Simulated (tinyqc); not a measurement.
Precursor delivery by bubblers, mass-transport growth and the solid composition of a III-V alloy. Which input was changed? Computed by tinyqc, a small Python program. Command: `OMP_NUM_THREADS=1 python tinyqc.py 3027949 3027950 out.jsonl movpe_thermo which`. One thread of a shared host (Intel(R) Xeon(R) Processor @ 2.30GHz), about 0.05 s of CPU time with the checks.

1 sccm = 44.615 micromol/min; 1 torr = 133.322 Pa. The sources decompose fully at the surface.

Inputs (values chosen for the exercise, modelled on triethylgallium (source 1) and trimethylindium (source 2) for the vapour pressures):

| quantity | value | unit |
|---|---|---|
| bath temperature T1 | 286 | K |
| bath temperature T2 | 291 | K |
| bubbler pressure p_b | 760 | torr |
| carrier flow F1 | 170 | sccm |
| carrier flow F2 | 89 | sccm |
| total flow F_t | 13 | slm |
| group-V flow F_V | 66 | sccm |
| reactor pressure p | 76 | torr |
| growth temperature T | 950 | K |
| diffusivity at 273 K and 760 torr | 0.45 | cm^2/s |
| flow cross-section A | 66 | cm^2 |
| distance from the leading edge z | 13 | cm |
| lattice constant a | 5.56 | angstrom |
| interaction L0 of the solid | 17.7 | kJ/mol |
| log10 of p_B,eq over pure BC at 1000 K and 1 torr of group V (exaggerated: liquid indium has about -4.1) | -3.8 | log10 torr |
| enthalpy of that equilibrium H | 315 | kJ/mol |

Alloy: mixing on the group-III sites, with desorption of B.

constants a, b of source 1 (log10 torr, K): 8.056  2162

constants a, b of source 2 (log10 torr, K): 10.51  3014

Constants: k_B = 1.380649e-23 J/K; R = 8.314462618 J/(mol K).

Method:
- log10 p_v = a - b/T_bath; molar flow = F x 44.615 x p_v/(p_b - p_v) for a saturated bubbler.
- p_i = p n_i/(44615 F_t), F_t in slm; p_V = p F_V/(1000 F_t), counted per molecule supplied; V/III = 44.615 F_V/(n1 + n2); vapour fraction of source 2 = n2/(n1 + n2).
- Mean velocity u = (F_t/A)(760/p)(T/273); D = D0 (T/273)^1.75 (760/p); boundary layer delta = sqrt(pi D z/u); flux = D dp/(delta k_B T); growth rate = flux x a^3/4.
- A sticks fully. B desorbs: its surface pressure is p_B* = x gamma_B K/sqrt(p_V), ln gamma_B = L0 (1 - x)^2/(R T), K = 10^(log10 K at 1000 K) exp[-(H/R)(1/T - 1/1000)], p_V in torr. With equal diffusivities x = (p_2 - p_B*)/(p_1 + p_2 - p_B*). Growth rate = rate per torr x p_1/(1 - x).

Task: One of these inputs alone was changed, within the range given: bath temperature T2 (265 to 330); bubbler pressure p_b (380 to 1520); carrier flow F2 (44.5 to 178); group-V flow F_V (33 to 132). Which one, and to what value?

Results:

| run | growth rate (micrometre/h) | solid fraction x | vapour fraction of source 2 |
|---|---|---|---|
| before | 0.8414730 | 0.1867703 | 0.1913293 |
| after | 0.9317572 | 0.1871717 | 0.1912919 |

Result:

Each candidate set to reproduce growth rate, and what it then gives:

| candidate | range searched | value needed | solid fraction x | vapour fraction of source 2 |
|---|---|---|---|---|
| bath temperature T2 (K) | 265 to 330 | 296.5 | 0.26557 | 0.26959 |
| bubbler pressure p_b (torr) | 380 to 1520 | 687.0 | 0.18717 | 0.19129 |
| carrier flow F2 (sccm) | 44.5 to 178 | 138.8 | 0.26557 | 0.26959 |
| group-V flow F_V (sccm) | 33 to 132 | out of reach | - | - |

Only bubbler pressure p_b fits every result: it went from 760 to 687 torr. The next best candidate, bath temperature T2, misses one result by 42 %.

Caution: the boundary layer is a quarter or more of the root of the cross-section, so it fills much of the channel and depletion along the flow matters.
